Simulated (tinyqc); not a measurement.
Equilibrium and kinetic segregation of a solute to boundaries and growing surfaces. Changing the temperature T. Computed by tinyqc, a small Python program. Command: `OMP_NUM_THREADS=1 python tinyqc.py 3029889 3029890 out.jsonl segreg sweep`. One thread of a shared host (Intel(R) Xeon(R) Processor @ 2.30GHz), about 0.02 s of CPU time with the checks.

Inputs (values chosen for the exercise, for a model alloy):
```
quantity,value,unit
segregation energy Q,0.492,eV
interaction z w (positive attracts),0.085,eV
total solute fraction x0,0.011,-
grain size d,41,nm
boundary thickness delta,0.59,nm
atomic volume Omega,15,angstrom^3
clean boundary energy gamma_0,0.44,J/m^2
mixing,0.3,-
```

Isotherm: Fowler-Guggenheim.

Constants: k_B = 8.617333262e-05 eV/K; 1 eV/angstrom^2 = 16.02176634 J/m^2.

Method:
- With theta the solute fraction on boundary sites and x that in the grains, theta/(1 - theta) = [x/(1 - x)] exp[(Q + z w theta)/(k_B T)].
- The coverage theta_inf is that for x = x0. Start at theta = 0; theta(new) = theta + mixing (theta(out) - theta); stop below 1e-10, 80 steps at most.
- Finite grains: boundary sites are the fraction f = 3 delta/d, and x0 = (1 - f) x + f theta; solve both equations for theta; share at boundaries = f theta/x0.
- Gibbs adsorption for this isotherm in a dilute matrix: gamma = gamma_0 + Gam_0 [k_B T ln(1 - theta) + z w theta^2/2], Gam_0 = delta/Omega sites per area.

One run for each value:
```
temperature T (K),coverage theta,fraction x left in the grains,share of solute at boundaries (%),coverage theta_inf,boundary energy gamma (J/m^2)
600,0.25444,0.0000166,99.856,0.99872,0.36167
678,0.25366,0.0000517,99.550,0.99537,0.34951
756,0.25198,0.0001273,98.893,0.98715,0.33781
911,0.24437,0.0004708,95.905,0.94205,0.31737
989,0.23784,0.0007651,93.344,0.89745,0.30928
1070,0.22915,0.0011576,89.931,0.83268,0.30284
1140,0.22028,0.0015578,86.450,0.76310,0.29896
1220,0.20900,0.0020666,82.024,0.67391,0.29637
1300,0.19700,0.0026081,77.313,0.58310,0.29551
```

Give the missing row, temperature T (K) = 833.

Computed row; columns: (1) temperature T (K); (2) coverage theta; (3) fraction x left in the grains; (4) share of solute at boundaries (%); (5) coverage theta_inf; (6) boundary energy gamma (J/m^2):
```
(1)      (2)        (3)     (4)      (5)      (6)
833  0.24903  0.0002605  97.734  0.97083  0.32706
```

Interpolating between the two neighbouring rows (linearly) misses most in fraction x left in the grains, by 14 %. Over the rows, coverage theta falls from 0.254 to 0.197 (exponent d ln y / d ln x -0.025 between the first rows and -0.93 between the last); fraction x left in the grains rises from 1.66e-5 to 0.00261 (exponent d ln y / d ln x 9.3 between the first rows and 3.7 between the last); share of solute at boundaries (%) falls from 99.9 to 77.3 (exponent d ln y / d ln x -0.025 between the first rows and -0.93 between the last). -k_B d ln(x)/d(1/T) between the first rows is 0.51 eV against Q = 0.492 eV: the boundaries give solute back to the grains on heating.
